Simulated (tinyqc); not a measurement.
Worked calculation: tight binding, dimerised chain. Computed by tinyqc, a small Python program that keeps every step. Settings: t1 = 1.62, t2 = 1.27, delta = 0.15, points = 8, cells = 5. Command: `OMP_NUM_THREADS=1 python tinyqc.py 20026 20027 out.jsonl` (the two numbers bound the seeds that draw the settings). One thread of a shared host (Intel(R) Xeon(R) Processor @ 2.60GHz), about 0.01 s of CPU time with the checks.

## Bloch Hamiltonian at k

Parameters chosen for this model:
```
parameter     value                      unit
t1         1.620000       eV, inside the cell
t2         1.270000         eV, between cells
delta      0.150000  eV, +/- on the two sites
```

k point k (2 pi / a): [0.1300]

H_AA = +delta, H_BB = -delta, H_AB = -t1 - t2 exp(-i k a).

H(k) at k (eV), order A, B:
$$\begin{pmatrix}
0.1500 & -2.4894+0.9258i \\
-2.4894-0.9258i & -0.1500
\end{pmatrix}$$

## Levels at k

Diagonalise the Hermitian matrix.

eigenvalues (eV): [-2.6602, 2.6602]

weights |c|^2 of the basis functions, order A, B:
$$\begin{pmatrix}
0.4718 & 0.5282 \\
0.5282 & 0.4718
\end{pmatrix}$$

## Bloch Hamiltonian at X

k point X (2 pi / a): [0.5000]

As before.

H(k) at X (eV), order A, B:
$$\begin{pmatrix}
0.1500 & -0.3500 \\
-0.3500 & -0.1500
\end{pmatrix}$$

## Levels at X

As before.

eigenvalues (eV): [-0.3808, 0.3808]

weights |c|^2 of the basis functions, order A, B:
$$\begin{pmatrix}
0.3030 & 0.6970 \\
0.6970 & 0.3030
\end{pmatrix}$$

## Bands along a path

The same steps at evenly spaced points between the labelled ones.

Bands along the path (eV):
```
k          band 1  band 2
G         -2.8939  2.8939
G-X 0.20  -2.7548  2.7548
G-X 0.40  -2.3519  2.3519
G-X 0.60  -1.7287  1.7287
G-X 0.80  -0.9648  0.9648
X         -0.3808  0.3808
```

With 1 band(s) filled, the highest filled level on these points lies at X and the lowest empty one at X: a gap of 0.7616 eV, direct.

## Berry (Zak) phase of the lower band

On 8 points k_j = j/N: phase = -Im ln of the product of <u_j|u_(j+1)>, closed with u_N = u_0 (the cell-periodic part is taken without the site positions). Single arguments depend on the phases chosen for the u_j; only their sum modulo 2 pi does not.

Overlaps:
```
j  |<u_j|u_j+1>|  argument (rad)
0         0.9854         -0.1620
1         0.9871         -0.1507
2         0.9931         -0.1028
3         0.9005          0.3198
4         0.9005          0.3198
5         0.9931         -0.1028
6         0.9871         -0.1507
7         0.9854         -0.1620
```

phase / pi, folded into (-1, 1] = 0.0609

## Open chain of 5 cells

H of the open chain (eV):
```
          1        2        3        4        5        6        7        8
1    0.1500  -1.6200   0.0000   0.0000   0.0000   0.0000   0.0000   0.0000
2   -1.6200  -0.1500  -1.2700   0.0000   0.0000   0.0000   0.0000   0.0000
3    0.0000  -1.2700   0.1500  -1.6200   0.0000   0.0000   0.0000   0.0000
4    0.0000   0.0000  -1.6200  -0.1500  -1.2700   0.0000   0.0000   0.0000
5    0.0000   0.0000   0.0000  -1.2700   0.1500  -1.6200   0.0000   0.0000
6    0.0000   0.0000   0.0000   0.0000  -1.6200  -0.1500  -1.2700   0.0000
7    0.0000   0.0000   0.0000   0.0000   0.0000  -1.2700   0.1500  -1.6200
8    0.0000   0.0000   0.0000   0.0000   0.0000   0.0000  -1.6200  -0.1500
9    0.0000   0.0000   0.0000   0.0000   0.0000   0.0000   0.0000  -1.2700
10   0.0000   0.0000   0.0000   0.0000   0.0000   0.0000   0.0000   0.0000

          9       10
1    0.0000   0.0000
2    0.0000   0.0000
3    0.0000   0.0000
4    0.0000   0.0000
5    0.0000   0.0000
6    0.0000   0.0000
7    0.0000   0.0000
8   -1.2700   0.0000
9    0.1500  -1.6200
10  -1.6200  -0.1500
```

The same hoppings without the wrap-around bond.

levels (eV): [-2.7813, -2.4538, -1.9429, -1.3063, -0.6696, 0.6696, 1.3063, 1.9429, 2.4538, 2.7813]

weights of the highest filled level on the sites: [0.1015, 0.0260, 0.1160, 0.0892, 0.0975, 0.1537, 0.0566, 0.1829, 0.0165, 0.1602]

The bulk gap runs from -0.3808 to 0.3808 eV; no level of this chain lies inside it.
